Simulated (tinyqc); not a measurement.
# A double barrier with mass mismatch, transfer matrices, step by step

Numbers from tinyqc (`OMP_NUM_THREADS=1 python tinyqc.py 2560020 2560021 out.jsonl`; about 0.03 s on one thread of a shared Intel Xeon 2.30GHz). Printed values are rounded.

One electron of energy E comes from the left lead (band edge 0); no transverse momentum. Parabolic bands, masses in units of m0, C = hbar^2/(2 m0); psi and psi'/m are continuous at every interface. Barrier d1, well Lw, barrier d2; the right lead equals the left one.

Values chosen for this exercise; masses and offsets of a made-up heterostructure: mass in the left lead mL = 0.05 m0; barrier height U1 = 0.33 eV; barrier mass m1 = 0.095 m0; width of the first barrier d1 = 1.5 nm; well width (edge 0, mass mL) Lw = 6.7 nm; width of the second barrier d2 = 1.5 nm; electron energy E = 0.048 eV.

Constants: q = 1.602176634e-19 C, hbar = 1.054571817e-34 J s, m0 = 9.1093837015e-31 kg, hbar^2/(2 m0) = 0.0380998212 eV nm^2. Results are converted to the units shown.

## Wave numbers

k = sqrt(m (E - U)/C) where E > U, K = sqrt(m (U - E)/C) where E < U; v = k/m in the leads.

Layers:
```
   U (eV)  m (m0)  d (nm)  k or K (1/nm)  which
1    0.33   0.095     1.5      0.8385421      K
2       0    0.05     6.7      0.2509829      k
3    0.33   0.095     1.5      0.8385421      K
```

vL = 5.019658 1/nm
vR = 5.019658 1/nm

## Matrices of the layers

For the pair (psi, psi'/m) a flat layer has M = [[cos kd, (m/k) sin kd], [-(k/m) sin kd, cos kd]] with k = sqrt(m (E - U)/C) above its edge U, and M = [[cosh Kd, (m/K) sinh Kd], [(K/m) sinh Kd, cosh Kd]] with K = sqrt(m (U - E)/C) below it. M12 is in nm, M21 in 1/nm.

M of layer 1:
```
          1          2
1  1.900998  0.1831615
2  14.27042   1.900998
```

M of layer 2:
```
            1           2
1  -0.1105627   0.1979954
2   -4.988883  -0.1105627
```

M of layer 3:
```
          1          2
1  1.900998  0.1831615
2  14.27042   1.900998
```

## Product of the matrices

The matrix of the later layer stands to the left: M = M_n ... M_2 M_1; det M = 1.

M:
```
          1          2
1  2.945611  0.4711529
2  16.29327   2.945611
```

## Transmission and reflection

The matrix M carries (psi, psi'/m) across the stack, and v = k/m in each lead. psi = 1 + r at the left edge (incident amplitude 1) and t at the right edge. With det M = 1, a = i vR M11 - M21 and b = -vL vR M12 - i vL M22: t = 2 i vL/(a - b), r = -(a + b)/(a - b), T(E) = (vR/vL) |t|^2, R(E) = |r|^2.

t = 0.3320643-0.0496509i
r = -0.1392936-0.9315929i
T(E) = 0.1127319
R(E) = 0.8872681

T(E) + R(E) = 1: the current is conserved.
